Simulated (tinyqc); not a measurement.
# Worked calculation: deep-level transient spectroscopy

tinyqc, about 0.01 s, one thread, Intel Xeon 2.30GHz (shared host): `OMP_NUM_THREADS=1 python tinyqc.py 2050016 2050017 out.jsonl` Printed values are rounded.

Schottky contact on an n-type layer with shallow donors Nd (all ionised) and a donor-like deep trap, neutral when filled and positive when empty; depletion approximation. Traps within lam of the depletion edge stay filled. A long pulse to Vp fills the traps beyond x1 = Wp - lam; back at Vr those between x1 and x2 = Wr - lam emit. A rate window reads S = C(t2) - C(t1).

Inputs (values chosen for the exercise); material values close to those of gallium nitride:
```
symbol    value   unit                                      meaning
eps_r      9.56                               relative permittivity
Nc      2.26e18  cm^-3   conduction-band density of states at 300 K
vth       2.6e7   cm/s                    thermal velocity at 300 K
Nd       2.3e15  cm^-3                        shallow donor density
Vbi        0.91      V                             built-in voltage
Et         0.59     eV  depth of the trap below the conduction edge
sn      5.7e-17   cm^2                        capture cross-section
Nt       5.8e14  cm^-3                                 trap density
Vr          9.2      V                                 reverse bias
Vp          0.4      V        reverse bias during the filling pulse
t1          0.1     ms                          first sampling time
t2         0.25     ms                         second sampling time
T           469      K                 temperature of the transient
F           7.5  kV/cm                            field at the trap
```

Constants: q = 1.602176634e-19 C, kB = 1.380649e-23 J/K, eps0 = 8.8541878128e-14 F/cm where lengths are in cm. Results are converted to the units shown.

Range of the model: With Nt above a tenth of Nd the edge x2 moves during the transient, which this model holds fixed, and the transient is not a plain exponential.

## Emission rate and rate window

Emission rate en = sn vth(T) Nc(T) exp(-Et/kB T) = sn g T^2 exp(-Et/kB T), g = vth Nc/(300 K)^2, as vth goes as T^0.5 and Nc as T^1.5 (degeneracy factor 1). For an exponential transient S peaks where en = ew = ln(t2/t1)/(t2 - t1).

g = 6.528889e20 cm^-2 s^-1 K^-2
en = 3741.454 1/s
1/en = 0.2672758 ms
ew = 6108.605 1/s

## Widths

lam = sqrt(2 eps0 eps_r (EF - ET)/(q Nd)), EF - ET = Et - (kB T/q) ln(Nc(T)/Nd), Nc(T) = Nc (T/300 K)^1.5. In the steady state at the band bending V, 2 eps0 eps_r V/q = Nd W^2 + Nt (W - lam)^2 (the second term only if W > lam). V = Vbi + Vr gives Wr and V = Vbi + Vp gives Wp; x1 = max(Wp - lam, 0).

lam = 361.4902 nm
Wr = 1993.275 nm
Wp = 750.7432 nm
x1 = 389.2531 nm
x2 = 1631.785 nm
G = (x2^2 - x1^2)/Wr^2 = 0.6320443

The rule Nt = 2 Nd |dC|/C assumes G = 1 and would understate Nt by a factor of about 1/G = 1.58 here (the limit of small Nt/Nd).

## The transient

t, sample 0 to 6 (ms): 0  0.05  0.1  0.175  0.25  0.5  1.25

W(t)^2 = Wr^2 + (Nt/Nd)(x2^2 - x1^2) exp(-en t), C = eps0 eps_r/W; for small Nt, dC/C = -(Nt/2 Nd) G exp(-en t) with G = (x2^2 - x1^2)/Wr^2. S = C(t2) - C(t1).

```
sample  C (nF/cm^2)  C - C(final) (pF/cm^2)
0          3.943897               -302.6841
1          3.990980               -255.6015
2          4.031335               -215.2461
3          4.080966               -165.6152
4          4.119693               -126.8885
5          4.195401                -51.1804
6          4.243435                 -3.1467
```

S = 88.35760 pF/cm^2

## Step 1: peak temperature

T at the start = 300 K

Fixed-point step for en(T) = ew: T(new) = (Et q/kB)/ln(sn g T^2/ew), g = vth Nc/(300 K)^2.

T after step 1 = 518.1149 K

## Course of the iteration for the peak temperature

Start from 300 K; stop when T changes by less than 1e-8 K.

Course of the iteration:
```
step     T (K)  change (K)
1     518.1149         218
2     478.5402        39.6
3     483.9151        5.37
4     483.1523       0.763
5     483.2599       0.108
6     483.2447      0.0152
7     483.2468     2.14e-3
8     483.2465     3.03e-4
9     483.2466     4.27e-5
10    483.2466     6.03e-6
11    483.2466     8.51e-7
12    483.2466     1.20e-7
13    483.2466     1.70e-8
14    483.2466     2.40e-9
```

Converged in 14 steps; each multiplies the error by -2 kB T/Et = -0.14.

## Poole-Frenkel lowering

A Coulomb centre of charge +q (when empty) in the field F lowers its barrier by dE = sqrt(q F/(pi eps0 eps_r)) along the field. One-dimensional rate: en exp(b), b = dE/kB T; three-dimensional (Hartke): en {[1 + (b - 1) exp(b)]/b^2 + 1/2}.

dE = 21.25727 meV
b = 0.5259711
rate, one-dimensional = 6330.918 1/s
rate, three-dimensional = 4547.131 1/s

The one-dimensional form is 39 % above the three-dimensional one, which counts the directions in which the barrier is lowered less or not at all.
